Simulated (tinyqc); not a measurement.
Inputs raised by 10 %, one at a time: sputter depth profiling of a dopant layer: erosion rate, quantification and the mixing-roughness response. Computed by tinyqc, a small Python program. Command: `OMP_NUM_THREADS=1 python tinyqc.py 3008958 3008959 out.jsonl sims sens`. One thread of a shared host (Intel(R) Xeon(R) Processor @ 2.30GHz), about 0.2 s of CPU time with the checks.

A rastered ion beam erodes silicon (49.94 atoms per nm^3). The measured profile is the true one convolved with a depth response.

Inputs (values chosen for the exercise, modelled on a dopant in silicon under an oxygen or caesium beam): beam energy E = 1.8 keV; beam current = 250 nA; raster side = 250 um; sputter yield at 1 keV = 1.5; mixing length at 1 keV = 1.5 nm; roughness sigma = 0.52 nm; depth of the top edge z0 = 30 nm; box width b = 14 nm; box concentration C = 1.7e+19 1/cm^3; relative sensitivity factor RSF = 1.2e+21 1/cm^3; matrix count rate = 2.6e+06 1/s; background count rate = 3.1 1/s; counting time per point = 1 s; level that defines the junction C_B = 5e+16 1/cm^3.

True profile: box.

Constants: e = 1.602176634e-19 C.

Method:
- Scaling chosen for the exercise: yield Y = Y1 E^0.5, mixing length w = w1 E^0.5 (E in keV).
- Erosion rate = Y I/(e x raster^2 x density); depth step = rate x counting time; concentration = RSF x counts/matrix counts; detection limit = RSF x 3 sqrt(background x time)/(matrix rate x time).
- Mixing alone turns a layer at z0 into (1/w) exp(-(z - z0 + w)/w) for z > z0 - w; roughness adds a Gaussian of width sigma. With x = z - z0 + w: g(x) = (1/(2w)) exp(sigma^2/(2 w^2) - x/w) erfc((sigma/w - x/sigma)/sqrt2), and its integral G(x) = (1/2) erfc(-x/(sigma sqrt2)) - w g(x). Measured: C [G(x) - G(x - b)].
- Find the maximum, the full width at half maximum and the deep point where the profile falls to C_B; far down, the trailing edge decays by w ln(10) per decade.
- Convolution adds means and variances: the response has mean 0 (shift -w plus exponential mean w) and variance w^2 + sigma^2; a box adds the mean b/2 and the variance b^2/12.

Runs; columns: (1) input moved; (2) from; (3) to; (4) peak concentration (1/cm^3); (5) apparent junction depth (nm); (6) erosion rate (nm/s); (7) standard deviation (nm):
```
(1)                                               (2)       (3)        (4)    (5)    (6)    (7)
base run                                            -         -  1.696e+19  53.78  1.006  4.545
beam energy E (keV)                               1.8      1.98  1.695e+19  54.25  1.055  4.589
mixing length at 1 keV (nm)                       1.5      1.65  1.694e+19  54.75  1.006  4.637
roughness sigma (nm)                             0.52     0.572  1.696e+19  53.80  1.006  4.551
box width b (nm)                                   14      15.4  1.698e+19  55.18  1.006  4.908
level that defines the junction C_B (1/cm^3)    5e+16   5.5e+16  1.696e+19  53.59  1.006  4.545
box concentration C (1/cm^3)                  1.7e+19  1.87e+19  1.866e+19  53.98  1.006  4.545
beam current (nA)                                 250       275  1.696e+19  53.78  1.107  4.545
```

Exponents ln(y'/y) / ln(x'/x):
```
input                                peak concentration  apparent junction depth  erosion rate  standard deviation
beam energy E                                    -0.007                    0.091           0.5               0.102
mixing length at 1 keV                           -0.016                    0.186           0.0               0.212
roughness sigma                                  -0.002                    0.003           0.0               0.014
box width b                                       0.011                    0.270           0.0               0.806
level that defines the junction C_B               0.000                   -0.037           0.0               0.000
box concentration C                               1.000                    0.037           0.0               0.000
beam current                                      0.000                    0.000           1.0               0.000
```

To which inputs is each result most sensitive?

Among the inputs moved here: peak concentration answers most in size to box concentration C (exponent +1.000), next to mixing length at 1 keV (-0.016); its exponent is below 0.0005 for level that defines the junction C_B, beam current. Its exponent +0.011 in box width b: the box is resolved. Its exponent +1.000 in box concentration C: convolution is linear. Apparent junction depth answers most in size to box width b (exponent +0.270), next to mixing length at 1 keV (+0.186); its exponent is below 0.0005 for beam current. Erosion rate answers most in size to beam current (exponent +1.000), next to beam energy E (+0.500); its exponent is below 0.0005 for mixing length at 1 keV, roughness sigma, box width b, level that defines the junction C_B, box concentration C. Its exponent +0.500 in beam energy E: the chosen yield law. Standard deviation answers most in size to box width b (exponent +0.806), next to mixing length at 1 keV (+0.212); its exponent is below 0.0005 for level that defines the junction C_B, box concentration C, beam current.

Extremes, crossings and ranges named in words are read from the listed rows.
